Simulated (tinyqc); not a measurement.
# Read current of a NAND string, cells in series solved by shooting: what changes with what

Cells in series, numbered from 0 at the source line (0 V) to the bit line, each followed by a gap resistance Rg. A cell with gate Vg, threshold VT, source Vs and drain Vd passes I = 2 nf K Vt^2 [F(Vs) - F(Vd)]/(1 + th max(Vg - VT, 0)), F(V) = ln^2(1 + exp((Vg - VT - nf V)/(2 nf Vt))). The selected cell has Vg = Vr, the others Vg = Vp.

Parameters, values chosen for the exercise; values of the order met in vertical NAND strings: temperature T = 300 K; gain factor of a cell K = 13 uA/V^2; slope factor nf = 2.3; mobility reduction factor th = 0.19 1/V; resistance of the gap between cells Rg = 1.9 kohm; bit-line voltage Vbl = 0.4 V; pass voltage Vp = 6 V; threshold of an erased cell Ve = -1.1 V; threshold of the highest state Vh = 4.1 V; threshold of the selected cell Vx = 1.8 V; sensing current Is = 50 nA; read voltage on the selected word line Vr = 3.66 V.

Constants: q = 1.602176634e-19 C, kB = 1.380649e-23 J/K, Vt = kB T/q. Results are converted to the units shown.

Each table varies one quantity; the others keep the values above.

## Read current against the number of cells

For a trial current I start at 0 V and, cell by cell, solve for the drain: sqrt(F(Vd)) = sqrt(F(Vs) - I/k), k = 2 nf K Vt^2/(1 + th max(Vg - VT, 0)), Vd = [Vg - VT - 2 nf Vt ln(exp(sqrt F) - 1)]/nf, then add I Rg. The string current is the I for which the last node reaches Vbl. The apparent threshold is the Vr at which I = Is. Background: all other cells erased (VT = Ve) or all in the highest state (VT = Vh); ratio and shift are high over erased and high minus erased. The selected cell is in the middle, cell n/2.

Read current against the number of cells:
columns A: n; B: I, others erased (uA); C: I, others high (uA); D: ratio; E: apparent VT, erased (V); F: apparent VT, high (V); G: background shift (mV)
```
A        B        C       D      E      F      G
8    1.422   0.6685  0.4701  1.900  1.914  14.07
16  0.7793   0.3345  0.4293  1.913  1.942  28.48
32  0.4087   0.1673  0.4094  1.939  1.997  58.43
64  0.2094  0.08369  0.3996  1.991  2.115  124.0
96  0.1408  0.05580  0.3964  2.043  2.290  246.7
```

What does the comparison show?

With erased neighbours the current falls from 1.42 to 0.141 uA, as n^(-0.87) between the first two rows and n^(-0.98) between the last two (-1 once the series resistance rules). The ratio falls from 0.470 to 0.396 and the background shift rises from 14.1 to 247 mV.

## Effect of the bit-line voltage

Same model as above.

The string has 32 cells and the selected one is cell 16.

Effect of the bit-line voltage:
columns A: Vbl (V); B: I, others erased (uA); C: I, others high (uA); D: ratio; E: apparent VT, erased (V); F: apparent VT, high (V); G: background shift (mV)
```
A         B        C       D      E      F      G
0.1  0.1084  0.05158  0.4758  1.968  2.655  687.1
0.2  0.2128  0.09670  0.4545  1.940  2.004  63.79
0.3  0.3129   0.1353  0.4324  1.939  1.998  58.61
0.4  0.4087   0.1673  0.4094  1.939  1.997  58.43
0.5  0.5001   0.1927  0.3854  1.939  1.997  58.42
0.6  0.5867   0.2114  0.3603  1.939  1.997  58.42
0.7  0.6683   0.2231  0.3339  1.939  1.997  58.42
0.8  0.7446   0.2281  0.3063  1.939  1.997  58.42
```

Read the table: what changes, and by how much?

As Vbl goes from 0.1 to 0.8 V, the current with erased neighbours rises from 0.108 to 0.745 uA, that with high neighbours rises from 0.0516 to 0.228 uA and the ratio falls from 0.476 to 0.306. The background shift falls from 687 to 58.4 mV.

Program tinyqc, `OMP_NUM_THREADS=1 python tinyqc.py 2142186 2142187 out.jsonl`; Intel Xeon 2.30GHz, shared host, one thread, about 0.3 s.
